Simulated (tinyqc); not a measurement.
Charge neutrality of a doped semiconductor with incomplete ionisation: one step, computed by the program tinyqc.

Energies are counted from the top of the valence band; E_D is measured down from the conduction band and E_A up from the valence band.

Problem. Gap and effective densities of states. E_g = E_g0 - alpha T^2/(T + beta). N_c = 2 M_c (2 pi m_e k_B T/h^2)^(3/2) and N_v = 2 (2 pi m_h k_B T/h^2)^(3/2), masses in units of m_0. n_i = sqrt(N_c N_v) exp(-E_g/(2 k_B T)); E_i = E_g/2 + (k_B T/2) ln(N_v/N_c).

Inputs (values chosen for the exercise, modelled on ZnO):
```
quantity             value  unit
gap at 0 K E_g0       3.47    eV
Varshni alpha      0.00053  eV/K
Varshni beta           483     K
electron mass m_e     0.28   m_0
valleys M_c              1     -
hole mass m_h        0.829   m_0
temperature T          600     K
```

Doping: n-type. Statistics of the bands: Fermi-Dirac.

Constants: m_0 = 9.1093837015e-31 kg; k_B = 1.380649e-23 J/K; h = 6.62607015e-34 J s; k_B = 8.617333262e-05 eV/K.

Give: gap E_g; N_c; N_v; k_B T; intrinsic density n_i; intrinsic level E_i.

Solution.

gap E_g = 3.2938 eV

N_c = 1.0516e+19 cm^-3

N_v = 5.3573e+19 cm^-3

k_B T = 0.051704 eV

intrinsic density n_i = 3.4830e+05 cm^-3

intrinsic level E_i = 1.6890 eV
